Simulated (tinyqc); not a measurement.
Optical constants across the spectrum: Lorentz oscillators and the Kramers-Kronig relations.

eps(E) = 1 + sum_j S_j/(E0_j^2 - E^2 - i G_j E).

n + i k = sqrt(eps1 + i eps2) with k >= 0; R = ((n - 1)^2 + k^2)/((n + 1)^2 + k^2) at normal incidence from vacuum; alpha = 2 E k/(hbar c), times 1e8 for 1/cm; loss function Im(-1/eps) = eps2/(eps1^2 + eps2^2).

Constants: hbar c = 1973.269805 eV angstrom.

Parameters, chosen for this exercise: E0 = (3.29, 4.27) eV (resonances); G = (0.27, 0.55) eV (widths); S = (27.7, 87.2) eV^2 (strengths).

Spectrum:
```
E (eV)     eps1    eps2      n      k      R   loss
0.64      8.550   0.141  2.924  0.024  0.240  0.002
1.51      9.686   0.438  3.113  0.070  0.264  0.005
2.39     13.222   1.396  3.641  0.192  0.325  0.008
3.26     18.554  32.537  5.292  3.074  0.568  0.023
4.13     12.367  31.045  4.785  3.244  0.565  0.028
5.01    -11.860   4.571  0.652  3.505  0.826  0.028
5.88     -5.296   1.094  0.236  2.313  0.863  0.037
6.75     -2.928   0.467  0.136  1.717  0.872  0.053
7.63     -1.740   0.252  0.095  1.323  0.871  0.081
8.50     -1.053   0.155  0.076  1.029  0.864  0.137
9.37     -0.606   0.104  0.067  0.781  0.847  0.275
10.25    -0.294   0.074  0.067  0.546  0.813  0.802
```

What can be read from this table?

Among the energies listed the largest values are at (eV): eps2 3.26; n 3.26; k 5.01; R 6.75; loss 10.25 (last row, still rising). eps1 crosses zero at 3.36, 3.48, 4.25 and 11.45 eV; the last crossing is upward and marks the plasmon, against sqrt(sum S) = 10.72 eV for free electrons.

Program tinyqc; command `OMP_NUM_THREADS=1 python tinyqc.py 1680799 1680800 out.jsonl`; about 0.2 s on one thread of a shared Intel(R) Xeon(R) Processor @ 2.30GHz.
